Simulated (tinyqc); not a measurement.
Worked calculation: FCI on RHF in the sto-3g basis, for B+, spin multiplicity 1. Computed by tinyqc, a small Python program that keeps every step (integrals from PySCF). Settings: charge = 1, multiplicity = 1, basis = sto-3g, method = RHF, energy threshold = 1e-10, iteration cap = 77, orthogonalisation = symmetric, start = atomic densities, DIIS depth = 6, ci = FCI. Command: `OMP_NUM_THREADS=1 python tinyqc.py 26348 26349 out.jsonl` (the two numbers bound the seeds that draw the settings). One thread of a shared host (Intel(R) Xeon(R) Processor @ 2.60GHz), about 0.1 s of CPU time with the checks. Later iterations appear only in the table of the cycle.

## One-electron integrals

Geometry (angstrom):
```
atom         x         y         z
B     0.000000  0.000000  0.000000
```

Basis sto-3g: exponents (1/bohr^2) and contraction coefficients of normalised primitives:
```
element  l (shell)   exponent  coefficient
B            s (1)  48.791113     0.154329
B            s (1)   8.887362     0.535328
B            s (1)   2.405267     0.444635
B            s (2)   2.236956    -0.099967
B            s (2)   0.519821     0.399513
B            s (2)   0.169062     0.700115
B            p (3)   2.236956     0.155916
B            p (3)   0.519821     0.607684
B            p (3)   0.169062     0.391957
```

Overlap, kinetic and nuclear-attraction integrals over the contracted functions; the nuclear repulsion is the sum of Za Zb / Rab.

nuclear repulsion = 0 hartree

overlap S, lower triangle:
```
           1B 1s     1B 2s    1B 2px    1B 2py    1B 2pz
1B 1s   1.000000
1B 2s   0.269328  1.000000
1B 2px  0.000000  0.000000  1.000000
1B 2py  0.000000  0.000000  0.000000  1.000000
1B 2pz  0.000000  0.000000  0.000000  0.000000  1.000000
```

kinetic energy T (hartree), lower triangle:
```
            1B 1s     1B 2s    1B 2px    1B 2py    1B 2pz
1B 1s   10.826302
1B 2s   -0.047967  0.359168
1B 2px   0.000000  0.000000  1.123881
1B 2py   0.000000  0.000000  0.000000  1.123881
1B 2pz   0.000000  0.000000  0.000000  0.000000  1.123881
```

nuclear attraction V (hartree), lower triangle:
```
             1B 1s      1B 2s     1B 2px     1B 2py     1B 2pz
1B 1s   -23.147388
1B 2s    -3.139362  -3.771633
1B 2px    0.000000   0.000000  -3.741440
1B 2py    0.000000   0.000000   0.000000  -3.741440
1B 2pz    0.000000   0.000000   0.000000   0.000000  -3.741440
```

core Hamiltonian H = T + V (hartree), lower triangle:
```
             1B 1s      1B 2s     1B 2px     1B 2py     1B 2pz
1B 1s   -12.321086
1B 2s    -3.187330  -3.412465
1B 2px    0.000000   0.000000  -2.617559
1B 2py    0.000000   0.000000   0.000000  -2.617559
1B 2pz    0.000000   0.000000   0.000000   0.000000  -2.617559
```

## Two-electron integrals

Functions are numbered as in S; the eight-fold symmetry (ij|kl) = (ji|kl) = (kl|ij) leaves the list below.

Two-electron integrals (ij|kl) in chemists' order, unique and non-zero (hartree):
```
(11|11) 2.923513   (21|11) 0.518376   (21|21) 0.109262   (22|11) 0.744229
(22|21) 0.193177   (22|22) 0.544804   (31|31) 0.020264   (32|31) 0.029996
(32|32) 0.120346   (33|11) 0.742491   (33|21) 0.193240   (33|22) 0.544682
(33|33) 0.586773   (41|41) 0.020264   (42|41) 0.029996   (42|42) 0.120346
(43|43) 0.031630   (44|11) 0.742491   (44|21) 0.193240   (44|22) 0.544682
(44|33) 0.523513   (44|44) 0.586773   (51|51) 0.020264   (52|51) 0.029996
(52|52) 0.120346   (53|53) 0.031630   (54|54) 0.031630   (55|11) 0.742491
(55|21) 0.193240   (55|22) 0.544682   (55|33) 0.523513   (55|44) 0.523513
(55|55) 0.586773
```

## Orthogonalisation

S = U s U^T; symmetric (Loewdin) form X = U s^(-1/2) U^T, so that X^T S X = 1.

eigenvalues of S: 0.730672  1.000000  1.000000  1.000000  1.269328

X, lower triangle:
```
            1B 1s     1B 2s    1B 2px    1B 2py    1B 2pz
1B 1s    1.028732
1B 2s   -0.141141  1.028732
1B 2px   0.000000  0.000000  1.000000
1B 2py   0.000000  0.000000  0.000000  1.000000
1B 2pz   0.000000  0.000000  0.000000  0.000000  1.000000
```

## Starting guess

The start is atomic minimal-basis densities projected into this basis (PySCF's MINAO start) and scaled to the electron count of each spin; this density is not idempotent, so its energy is not variational and may lie below the converged one.

D at the start, lower triangle:
```
            1B 1s     1B 2s    1B 2px    1B 2py    1B 2pz
1B 1s    1.749106
1B 2s   -0.463501  1.729371
1B 2px   0.000000  0.000000  0.257064
1B 2py   0.000000  0.000000  0.000000  0.257064
1B 2pz   0.000000  0.000000  0.000000  0.000000  0.257064
```

## Iteration 1: building the Fock matrix

J_ij = sum D_kl (ij|kl), K_ij = sum D_kl (ik|jl); F = H + J - 0.5 K; E = tr D H + tr D J / 2 - 0.25 tr D K + E_nn.

Coulomb J (hartree), lower triangle:
```
           1B 1s     1B 2s    1B 2px    1B 2py    1B 2pz
1B 1s   6.492648
1B 2s   1.288509  2.484882
1B 2px  0.000000  0.000000  2.481509
1B 2py  0.000000  0.000000  0.000000  2.481509
1B 2pz  0.000000  0.000000  0.000000  0.000000  2.481509
```

exchange K (hartree), lower triangle:
```
           1B 1s     1B 2s    1B 2px    1B 2py    1B 2pz
1B 1s   4.837578
1B 2s   0.868309  1.047013
1B 2px  0.000000  0.000000  0.382859
1B 2py  0.000000  0.000000  0.000000  0.382859
1B 2pz  0.000000  0.000000  0.000000  0.000000  0.382859
```

Fock matrix F (hartree), lower triangle:
```
            1B 1s      1B 2s     1B 2px     1B 2py     1B 2pz
1B 1s   -8.247227
1B 2s   -2.332975  -1.451089
1B 2px   0.000000   0.000000  -0.327479
1B 2py   0.000000   0.000000   0.000000  -0.327479
1B 2pz   0.000000   0.000000   0.000000   0.000000  -0.327479
```

total energy of this density = -20.77044669 hartree

This density is the starting one; it is not idempotent, so its energy is not variational and may lie below the converged one.

## Iteration 1: diagonalisation and new density

Diagonalise F' = X^T F X, C = X C', fill 2 alpha and 2 beta electrons from the bottom; D = 2 C_occ C_occ^T. Each column has its largest component positive (the first on a tie).

F' = X^T F X (hartree), lower triangle:
```
           1          2          3          4          5
1  -8.079387
2  -1.107281  -1.022486
3   0.000000   0.000000  -0.327479
4   0.000000   0.000000   0.000000  -0.327479
5   0.000000   0.000000   0.000000   0.000000  -0.327479
```

orbital energies (hartree): MO1 -8.249049, MO2 -0.852824, MO3 -0.327479, MO4 -0.327479, MO5 -0.327479

coefficients C:
```
             MO1        MO2       MO3       MO4       MO5
1B 1s   0.995488  -0.295320  0.000000  0.000000  0.000000
1B 2s   0.016295   1.038241  0.000000  0.000000  0.000000
1B 2px  0.000000   0.000000  1.000000  0.000000  0.000000
1B 2py  0.000000   0.000000  0.000000  1.000000  0.000000
1B 2pz  0.000000   0.000000  0.000000  0.000000  1.000000
```

D after iteration 1, lower triangle:
```
            1B 1s     1B 2s    1B 2px    1B 2py    1B 2pz
1B 1s    2.156421
1B 2s   -0.580784  2.156421
1B 2px   0.000000  0.000000  0.000000
1B 2py   0.000000  0.000000  0.000000  0.000000
1B 2pz   0.000000  0.000000  0.000000  0.000000  0.000000
```

Within a degenerate level the vectors are fixed only up to a rotation; this is one choice.

## Iteration 3 (converged): orbitals

converged F (hartree), lower triangle:
```
            1B 1s      1B 2s     1B 2px     1B 2py     1B 2pz
1B 1s   -7.982923
1B 2s   -2.299193  -1.450181
1B 2px   0.000000   0.000000  -0.200518
1B 2py   0.000000   0.000000   0.000000  -0.200518
1B 2pz   0.000000   0.000000   0.000000   0.000000  -0.200518
```

As before.

F' = X^T F X (hartree), lower triangle:
```
           1          2          3          4          5
1  -7.809469
2  -1.109365  -1.026070
3   0.000000   0.000000  -0.200518
4   0.000000   0.000000   0.000000  -0.200518
5   0.000000   0.000000   0.000000   0.000000  -0.200518
```

orbital energies (hartree): MO1 -7.986287, MO2 -0.849252, MO3 -0.200518, MO4 -0.200518, MO5 -0.200518

coefficients C:
```
             MO1        MO2       MO3       MO4       MO5
1B 1s   0.993693  -0.301304  0.000000  0.000000  0.000000
1B 2s   0.022541   1.038125  0.000000  0.000000  0.000000
1B 2px  0.000000   0.000000  1.000000  0.000000  0.000000
1B 2py  0.000000   0.000000  0.000000  1.000000  0.000000
1B 2pz  0.000000   0.000000  0.000000  0.000000  1.000000
```

D after iteration 3, lower triangle:
```
            1B 1s     1B 2s    1B 2px    1B 2py    1B 2pz
1B 1s    2.156421
1B 2s   -0.580784  2.156421
1B 2px   0.000000  0.000000  0.000000
1B 2py   0.000000  0.000000  0.000000  0.000000
1B 2pz   0.000000  0.000000  0.000000  0.000000  0.000000
```

Within a degenerate level the vectors are fixed only up to a rotation; this is one choice.

## Convergence

Stop when the energy changes by less than 1e-10 hartree and every element of the error matrix X^T (F D S - S D F) X is below 3e-06.

Course of the cycle:
```
iteration   E (hartree)     change  largest element of the error matrix
1          -20.77044669          -                             1.37e-02
2          -23.94847037  -3.18e+00                             0.000000
3          -23.94847037   1.07e-14                             0.000000
```

PySCF RHF in the same basis = -23.94847037 hartree

Converged in 3 iterations.

## Populations

Mulliken: Z minus the diagonal of D S on the atom; Loewdin: the same with S^(1/2) D S^(1/2).

Charges (e):
```
atom  Mulliken   Loewdin
1B    1.000000  1.000000
```

## Integrals over molecular orbitals

(pq|rs) = sum C_ip C_jq C_kr C_ls (ij|kl), one index at a time.

one-electron integrals over orbitals h = C^T H C (hartree), lower triangle:
```
            1          2          3          4          5
1  -12.310688
2    0.342793  -2.802244
3    0.000000   0.000000  -2.617559
4    0.000000   0.000000   0.000000  -2.617559
5    0.000000   0.000000   0.000000   0.000000  -2.617559
```

Two-electron integrals over orbitals (pq|rs), unique and non-zero (hartree):
```
(11|11) 2.897294    (21|11) -0.324303   (21|21) 0.057850    (22|11) 0.742479
(22|21) -0.018490   (22|22) 0.525885    (31|31) 0.021414    (32|31) 0.027489
(32|32) 0.112771    (33|11) 0.742089    (33|21) -0.011529   (33|22) 0.533524
(33|33) 0.586773    (41|41) 0.021414    (42|41) 0.027489    (42|42) 0.112771
(43|43) 0.031630    (44|11) 0.742089    (44|21) -0.011529   (44|22) 0.533524
(44|33) 0.523513    (44|44) 0.586773    (51|51) 0.021414    (52|51) 0.027489
(52|52) 0.112771    (53|53) 0.031630    (54|54) 0.031630    (55|11) 0.742089
(55|21) -0.011529   (55|22) 0.533524    (55|33) 0.523513    (55|44) 0.523513
(55|55) 0.586773
```

## FCI: determinants and Hamiltonian

Hartree-Fock energy = -23.94847037 hartree

Slater-Condon rules over spin orbitals, with the nuclear repulsion added and E(HF) subtracted on the diagonal. Only determinants linked to the reference directly or through others are kept (one block of an abelian symmetry group), so some states are absent.

Occupation strings over the orbitals (2 doubly, a alpha, b beta, 0 empty; spin orbitals ordered 1a 1b 2a 2b ...): 22000 20200 ab200 20020 ab020 20002 ab002 ba200 02200 ba020 02020 ba002 02002 00220 00202 00022

H - E(HF) between determinants (hartree), lower triangle:
```
           22000      20200      ab200      20020      ab020      20002      ab002      ba200
22000   0.000000
20200   0.112771   0.501572
ab200  -0.027489  -0.032057   7.346713
20020   0.112771   0.031630   0.000000   0.501572
ab020  -0.027489   0.000000   0.031630  -0.032057   7.346713
20002   0.112771   0.031630   0.000000   0.031630   0.000000   0.501572
ab002  -0.027489   0.000000   0.031630   0.000000   0.031630  -0.032057   7.346713
ba200   0.027489   0.032057  -0.057850   0.000000   0.000000   0.000000   0.000000   7.346713
02200   0.021414   0.057850   0.273756   0.000000   0.000000   0.000000   0.000000  -0.273756
ba020   0.027489   0.000000   0.000000   0.032057  -0.057850   0.000000   0.000000   0.031630
02020   0.021414   0.000000   0.000000   0.057850   0.273756   0.000000   0.000000   0.000000
ba002   0.027489   0.000000   0.000000   0.000000   0.000000   0.032057  -0.057850   0.031630
02002   0.021414   0.000000   0.000000   0.000000   0.000000   0.057850   0.273756   0.000000
00220   0.000000   0.021414   0.027489   0.021414   0.027489   0.000000   0.000000  -0.027489
00202   0.000000   0.021414   0.027489   0.000000   0.000000   0.021414   0.027489  -0.027489
00022   0.000000   0.000000   0.000000   0.021414   0.027489   0.021414   0.027489   0.000000

           02200      ba020      02020      ba002      02002      00220      00202      00022
02200  16.130074
ba020   0.000000   7.346713
02020   0.031630  -0.273756  16.130074
ba002   0.000000   0.031630   0.000000   7.346713
02002   0.031630   0.000000   0.031630  -0.273756  16.130074
00220   0.112771  -0.027489   0.112771   0.000000   0.000000  16.682575
00202   0.112771   0.000000   0.000000  -0.027489   0.112771   0.031630  16.682575
00022   0.000000  -0.027489   0.112771  -0.027489   0.112771   0.031630   0.031630  16.682575
```

## FCI: roots

Diagonalise (each vector has its largest component positive (the first on a tie)); all determinants have Ms = 0, so triplets appear too. The lowest singlet root is the correlation energy.

lowest roots of this matrix, relative to E(HF) (hartree): -0.061344  0.469383  0.469383  0.624795  7.257233  7.257233  7.352122  7.356000

lowest vectors:
```
          root 1     root 2     root 3     root 4
22000   0.954770   0.000000   0.000000   0.297188
20200  -0.171626  -0.640966  -0.505754   0.551230
ab200   0.002779  -0.003078  -0.002429   0.003891
20020  -0.171626   0.758479  -0.302216   0.551230
ab020   0.002779   0.003642  -0.001451   0.003891
20002  -0.171626  -0.117513   0.807970   0.551230
ab002   0.002779  -0.000564   0.003880   0.003891
ba200  -0.002779   0.003078   0.002429  -0.003891
02200  -0.000747   0.002474   0.001952  -0.002573
ba020  -0.002779  -0.003642   0.001451  -0.003891
02020  -0.000747  -0.002928   0.001167  -0.002573
ba002  -0.002779   0.000564  -0.003880  -0.003891
02002  -0.000747   0.000454  -0.003119  -0.002573
00220   0.000429  -0.000154   0.001061  -0.001455
00202   0.000429   0.000996  -0.000397  -0.001455
00022   0.000429  -0.000841  -0.000664  -0.001455
```

<S^2> of these roots: 0.000000  0.000000  0.000000  0.000000  2.000000  2.000000  2.000000  0.000000

weight of the ground state by excitation level 0, 1, 2, ...: 0.911585  0.000000  0.088414  0.000000  0.000001

Within a degenerate level the vectors are fixed only up to a rotation; this is one choice.
